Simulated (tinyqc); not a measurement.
Van der Pauw, Hall and four-point-probe measurements on a doped layer: one step of the calculation.

A uniform n-type layer with sheet resistance Rs = 1/(q ns mu), point contacts, low field (mu B small).

Question. New z. The van der Pauw equation exp(-pi RA z) + exp(-pi RB z) = 1 is solved for z = 1/Rs: e1 = exp(-pi RA z), e2 = exp(-pi RB z), f = e1 + e2 - 1, f' = -pi (RA e1 + RB e2), z(new) = z - f/f'.

z at the start = 0.57387381 mS
RA = 7.8930694 ohm
RB = 761.04113 ohm

Wanted: e1; e2; f; f'; z after iteration 1.

Answer.

e1 = 0.9859
e2 = 0.2536
f = 0.2395
f' = -0.6307 kohm
z after iteration 1 = 0.9535 mS

Program tinyqc, `OMP_NUM_THREADS=1 python tinyqc.py 2850173 2850174 out.jsonl`; Intel Xeon 2.30GHz, shared host, one thread, about 0.01 s.
